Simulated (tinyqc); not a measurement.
Inside a calculation. Model: nudged elastic band on a two-dimensional model surface. Computed by tinyqc, a small Python program that keeps every step. Command: `OMP_NUM_THREADS=1 python tinyqc.py 3014077 3014078 out.jsonl neb walk`. One thread of a shared host (Intel(R) Xeon(R) Processor @ 2.30GHz), about 0.1 s of CPU time with the checks. Intermediate numbers are printed to about 5 digits and carried at full precision; extremes and crossings named in words are read from the listed rows.

V(x, y) = h u^2 + t x + (kappa/2)(y + c u)^2 with u = x^2/w^2 - 1; the path runs from the minimum near (-w, 0) to that near (w, 0).

Inputs (values chosen for the exercise, for a model surface):
```
quantity                     value           unit
height h                      0.98             eV
half width w                   1.1       angstrom
transverse stiffness kappa     1.6  eV/angstrom^2
curvature c                   0.46       angstrom
tilt t                      -0.046    eV/angstrom
movable images n                 5              -
spring constant k_s            1.1  eV/angstrom^2
step factor eta             0.0022  angstrom^2/eV
iteration cap                  100              -
```

Surface: curved double well. Climbing image: on.

## Stationary points

Newton steps x(new) = x - H^-1 grad V (moves limited to 0.3 angstrom) from (-w, 0), (w, 0) and (0, c) give the two minima and the saddle.

positions (angstrom):
```
              x        y
start   -1.0928   0.0060
end      1.1070  -0.0059
saddle  -0.0142   0.4599
```

energies (eV): start 0.05044, end -0.05076, saddle 0.98033

barrier from the start = 0.92989 eV

## Straight-line start

Images are spaced evenly on the line between the minima.

images at the start (angstrom):
```
                x         y
image 1  -0.72619   0.00400
image 2  -0.35954   0.00202
image 3   0.00710   0.00004
image 4   0.37374  -0.00194
image 5   0.74039  -0.00392
```

energies above the start (eV): 0.3471  0.8816  1.0984  0.8329  0.2609

The highest image lies +0.1685 eV from the true barrier.

## Iteration 1

Tangent at image i: towards the higher neighbour if the energies rise or fall through i; at a maximum or minimum, tau = t+ dmax + t- dmin if V(i+1) > V(i-1), else t+ dmin + t- dmax, with t+ = R(i+1) - R(i), t- = R(i) - R(i-1) and dmax, dmin the larger and smaller of |V(i+1) - V(i)| and |V(i-1) - V(i)|; then normalise. Force F = -grad V + (grad V.tau) tau + k_s (|t+| - |t-|) tau. With a climbing image, the highest image feels instead F = -grad V + 2 (grad V.tau) tau and no spring. Update R(new) = R + eta F; the end points stay fixed.

unit tangents:
```
               x         y
image 1  0.99999  -0.00540
image 2  0.99999  -0.00540
image 3  0.99999  -0.00540
image 4  0.99999  -0.00540
image 5  0.99999  -0.00540
```

forces (eV/angstrom):
```
                x        y
image 1   0.00216  0.40069
image 2   0.00350  0.64779
image 3  -0.06503  0.73665
image 4   0.00357  0.66116
image 5   0.00225  0.41740
```

images after iteration 1 (angstrom):
```
                x         y
image 1  -0.72618   0.00488
image 2  -0.35954   0.00344
image 3   0.00696   0.00166
image 4   0.37375  -0.00049
image 5   0.74039  -0.00300
```

## Iteration 2

The formulas are those given above.

unit tangents:
```
               x         y
image 1  0.99999  -0.00392
image 2  0.99999  -0.00487
image 3  0.99999  -0.00531
image 4  0.99998  -0.00585
image 5  0.99998  -0.00686
```

forces (eV/angstrom):
```
                x        y
image 1   0.00157  0.40153
image 2   0.00298  0.64614
image 3  -0.06463  0.73404
image 4   0.00369  0.65941
image 5   0.00287  0.41824
```

images after iteration 2 (angstrom):
```
                x         y
image 1  -0.72618   0.00576
image 2  -0.35953   0.00486
image 3   0.00682   0.00327
image 4   0.37376   0.00096
image 5   0.74040  -0.00208
```

## All iterations

Start on the straight line; stop when the largest force is below 1e-4 or above 1e6 eV/angstrom.

Course of the band:
```
iteration  highest image (eV)  largest force (eV/angstrom)
1                      1.0984                      0.73952
2                      1.0972                      0.73688
3                      1.0960                      0.73426
4                      1.0949                      0.73164
5                      1.0937                      0.72904
6                      1.0926                      0.72644
7                      1.0914                      0.72386
8                      1.0903                      0.72128
9                      1.0892                      0.71871
...                       ...                          ...
92                     1.0187                      0.53506
93                     1.0181                      0.53316
94                     1.0175                      0.53127
95                     1.0169                      0.52939
96                     1.0163                      0.52752
97                     1.0157                      0.52565
98                     1.0151                      0.52379
99                     1.0145                      0.52194
100                    1.0139                      0.52009
```

Band at the end:
```
image  x (angstrom)  y (angstrom)   E (eV)
0           -1.0928       0.00598   0.0000
1           -0.7307       0.09254   0.3108
2           -0.3626       0.12547   0.8097
3           -0.0034       0.13561   1.0139
4            0.3752       0.12352   0.7616
5            0.7457       0.08776   0.2222
6            1.1070      -0.00590  -0.1012
```

energy of the highest image = 1.0139 eV

iterations = 100

largest force at the end = 0.52009 eV/angstrom

Tail of the force series: the residual falls at every step, but slowly, by a factor of about 0.996 a step

Not converged within 100 iterations: the residual falls at every step, but slowly, by a factor of about 0.996 a step.

Reruns converge with step factor eta = 0.055, iteration cap = 600. Reruns still fail with step factor eta = 0.00037, iteration cap = 600; and with iteration cap = 600.
